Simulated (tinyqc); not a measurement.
Coherent transport through a tight-binding region between two chains, step by step. One step of it, computed by the program tinyqc.

Question. Transmission at E = 0.98 eV. Surface Green function g = (E - i sqrt(4 t^2 - E^2)) / (2 t^2); self-energy tc^2 g on each contact site; G = (E - H - Sigma)^(-1); Gamma = -2 Im Sigma; T = Gamma_L Gamma_R |G_LR|^2; local density of states -Im G_ii / pi.

H of the central region (eV):
$$\begin{pmatrix}
0.000000 & -0.570000 & 0.000000 & 0.000000 & 0.000000 \\
-0.570000 & 1.010000 & -0.570000 & 0.000000 & 0.000000 \\
0.000000 & -0.570000 & 1.010000 & -1.850000 & 0.000000 \\
0.000000 & 0.000000 & -1.850000 & 1.010000 & -0.730000 \\
0.000000 & 0.000000 & 0.000000 & -0.730000 & 0.000000
\end{pmatrix}$$

Leads: semi-infinite chains with site energy 0:
```
parameter                           value
lead hopping t (eV)              2.640000
coupling to the left lead (eV)   0.740000
coupling to the right lead (eV)  0.720000
left contact site                       1
right contact site                      5
```

E = 0.980000 eV

Give: g; G; local density of states; transmission.

Answer.

g = 0.070-0.372i 1/eV

G (1/eV):
$$\begin{pmatrix}
0.207-0.030i & 1.401-0.025i & -0.134+0.029i & -0.434+0.008i & 0.321-0.072i \\
1.401-0.025i & -2.323-0.460i & 0.231+0.001i & 0.720+0.142i & -0.556+0.004i \\
-0.134+0.029i & 0.231+0.001i & 0.146-0.028i & 0.472-0.001i & -0.350+0.072i \\
-0.434+0.008i & 0.720+0.142i & 0.472-0.001i & -0.214-0.044i & 0.166 \\
0.321-0.072i & -0.556+0.004i & -0.350+0.072i & 0.166 & 0.894-0.183i
\end{pmatrix}$$

local density of states (1/eV): [0.009, 0.146, 0.009, 0.014, 0.058]

transmission = 0.017
